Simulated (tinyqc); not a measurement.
Worked calculation: CCSD on RHF in the 6-311g basis, for H2, spin multiplicity 1. One step of it, computed by the program tinyqc.

Problem. Iteration 6 (converged): orbitals. Diagonalise F' = X^T F X, C = X C', fill 1 alpha and 1 beta electrons from the bottom; D = 2 C_occ C_occ^T. Each column has its largest component positive (the first on a tie).

converged F (hartree):
```
           1H 1s      1H 2s      1H 3s      2H 1s      2H 2s      2H 3s
1H 1s   0.541791  -0.480752  -0.486227  -0.551660  -0.550168  -0.466260
1H 2s  -0.480752  -0.391461  -0.394722  -0.550168  -0.500178  -0.413028
1H 3s  -0.486227  -0.394722  -0.254245  -0.466260  -0.413028  -0.270024
2H 1s  -0.551660  -0.550168  -0.466260   0.541791  -0.480752  -0.486227
2H 2s  -0.550168  -0.500178  -0.413028  -0.480752  -0.391461  -0.394722
2H 3s  -0.466260  -0.413028  -0.270024  -0.486227  -0.394722  -0.254245
```

X:
```
           1H 1s      1H 2s      1H 3s      2H 1s      2H 2s      2H 3s
1H 1s   1.378218  -0.747527   0.217708  -0.051266   0.009753  -0.037963
1H 2s  -0.747527   2.466335  -1.194409   0.009753  -0.747362   0.450157
1H 3s   0.217708  -1.194409   2.966639  -0.037963   0.450157  -1.813609
2H 1s  -0.051266   0.009753  -0.037963   1.378218  -0.747527   0.217708
2H 2s   0.009753  -0.747362   0.450157  -0.747527   2.466335  -1.194409
2H 3s  -0.037963   0.450157  -1.813609   0.217708  -1.194409   2.966639
```

Give: F' = X^T F X; orbital energies; coefficients C; D after iteration 6.

Solution.

F' = X^T F X (hartree):
```
         1        2        3        4        5        6
1   1.6923  -1.1679   0.0137  -0.4335  -0.1603  -0.1523
2  -1.1679   0.9583  -0.3794  -0.1603  -0.2531  -0.0240
3   0.0137  -0.3794   0.2036  -0.1523  -0.0240  -0.1275
4  -0.4335  -0.1603  -0.1523   1.6923  -1.1679   0.0137
5  -0.1603  -0.2531  -0.0240  -1.1679   0.9583  -0.3794
6  -0.1523  -0.0240  -0.1275   0.0137  -0.3794   0.2036
```

orbital energies (hartree): MO1 -0.6108, MO2 0.1758, MO3 0.3024, MO4 0.6729, MO5 2.3485, MO6 2.8197

coefficients C:
```
          MO1      MO2      MO3      MO4      MO5      MO6
1H 1s  0.1990   0.0768  -0.0514  -0.0855  -1.0614  -1.1524
1H 2s  0.2913  -0.0633  -0.6914  -1.8467   1.2098   1.8408
1H 3s  0.1203   2.4520   0.8405   2.2956  -0.4868  -1.2361
2H 1s  0.1990  -0.0768  -0.0514   0.0855  -1.0614   1.1524
2H 2s  0.2913   0.0633  -0.6914   1.8467   1.2098  -1.8408
2H 3s  0.1203  -2.4520   0.8405  -2.2956  -0.4868   1.2361
```

D after iteration 6:
```
        1H 1s   1H 2s   1H 3s   2H 1s   2H 2s   2H 3s
1H 1s  0.0792  0.1159  0.0479  0.0792  0.1159  0.0479
1H 2s  0.1159  0.1697  0.0701  0.1159  0.1697  0.0701
1H 3s  0.0479  0.0701  0.0289  0.0479  0.0701  0.0289
2H 1s  0.0792  0.1159  0.0479  0.0792  0.1159  0.0479
2H 2s  0.1159  0.1697  0.0701  0.1159  0.1697  0.0701
2H 3s  0.0479  0.0701  0.0289  0.0479  0.0701  0.0289
```
